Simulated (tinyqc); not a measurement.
Composition against offsets: model-solid line-up of a strained alloy layer on a substrate.

All values of the alloy are linear in x but the gap, Eg(x) = (1 - x) Eg_A + x Eg_B - C x (1 - x), and the valence edge, Ev(x) = (1 - x) Ev_A + x Ev_B + fv C x (1 - x); Ec = Ev + Eg. Ev is the top of the unstrained valence band on a scale common to all materials. In the layer only the Gamma valley of the conduction band is followed, also where an X or L valley would lie lower.

Coherent growth on a (110) face: e_par = (a_s - a)/a, e_perp = -(C11 + 3 C12 - 2 C44)/(C11 + C12 + 2 C44) e_par; exx = eyy = (e_par + e_perp)/2, ezz = e_par, exy = (e_perp - e_par)/2, eyz = ezx = 0.

Strained edges: Ec + ac tr(e); the valence edges are Ev plus the levels of the 6 x 6 matrix of X, Y, Z times spin with -Dso/3 + l exx + m (eyy + ezz) on the diagonal (cyclic), n exy off it, l = av + 2 b, m = av - b, n = sqrt(3) d. Spin-orbit term (Dso/3) L.sigma on X, Y, Z with (L_k)_ij = -i epsilon_kij: <X+|H|Y+> = -i Dso/3, <X+|H|Z-> = Dso/3, <Y+|H|Z-> = -i Dso/3, <Z+|H|X-> = -Dso/3, <Z+|H|Y-> = i Dso/3, <X-|H|Y-> = i Dso/3, and their conjugates; + and - are the spin along z.

dEc = Ec(substrate) - Ec(layer), dEv = Ev(layer) - Ev(substrate); positive values confine the carrier in the layer. Type I: both of one sign; type II: opposite signs; type III: the gaps do not overlap.

Parameters, chosen for this exercise (A near GaSb, B near GaAs, substrate near InP; shifted at random, so the results belong to these values and not to a real crystal): a = (6.091, 5.645) angstrom (lattice constant of A, B); Eg = (0.82, 1.537) eV (gap at Gamma to the s-like level of A, B); Dso = (0.752, 0.345) eV (spin-orbit splitting of A, B); Ev = (-0.03, -0.79) eV (top of the unstrained valence band of A, B); ac = (-7.39, -7.17) eV (conduction deformation potential of A, B); av = (0.81, 1.15) eV (valence hydrostatic potential of A, B); b = (-2.02, -2.02) eV (tetragonal shear potential of A, B); d = (-4.71, -4.83) eV (trigonal shear potential of A, B); C11 = (88, 122.3) GPa (of A, B); C12 = (40.3, 57) GPa (of A, B); C44 = (42.9, 60.2) GPa (of A, B); C = 1.488 eV (bowing of the gap); fv = 0.6 (share of the bowing taken by the valence edge); a_s = 5.872 angstrom (substrate); Eg_s = 1.444 eV (lowest gap of the substrate); Ev_s = -0.93 eV (substrate valence edge); face = 110 (growth face).

Each composition is strained to the same substrate.

Results:

| x | e_par (%) | relaxed gap (eV) | strained gap (eV) | valence splitting (meV) | dEc (eV) | dEv (eV) | type |
|---|---|---|---|---|---|---|---|
| 0.09 | -2.96 | 0.763 | 0.988 | 197 | -0.534 | 0.990 | II |
| 0.20 | -2.16 | 0.725 | 0.890 | 152 | -0.398 | 0.952 | II |
| 0.31 | -1.36 | 0.724 | 0.828 | 100 | -0.277 | 0.893 | II |
| 0.42 | -0.54 | 0.759 | 0.800 | 42 | -0.169 | 0.813 | II |
| 0.54 | 0.37 | 0.838 | 0.778 | 31 | -0.066 | 0.733 | II |
| 0.65 | 1.22 | 0.948 | 0.745 | 109 | 0.013 | 0.686 | I |
| 0.76 | 2.09 | 1.094 | 0.736 | 196 | 0.080 | 0.628 | I |
| 0.87 | 2.96 | 1.275 | 0.753 | 292 | 0.132 | 0.559 | I |

What does the comparison show, and why?

The alloy matches the substrate at x = 0.491, where the top valence edge changes its character and the splitting passes through zero. The strained gap runs from 0.988 to 0.753 eV, against 0.763 to 1.275 eV for the relaxed alloy: strain reverses the change that the composition makes. It is not monotonic; its extremes in the table are 0.736 and 0.988 eV. Strains above 2 % can be kept only in layers of a few nanometres. The type changes: II to I between x = 0.54 and 0.65. Offsets below about 50 meV are within the spread of parameter sets, so those rows do not settle the type.

Computed by tinyqc, a small Python program: `OMP_NUM_THREADS=1 python tinyqc.py 1081245 1081246 out.jsonl` (the numbers bound the seed that draws the inputs); one thread of a shared host (Intel(R) Xeon(R) Processor @ 2.30GHz), about 0.02 s for the whole set of steps.
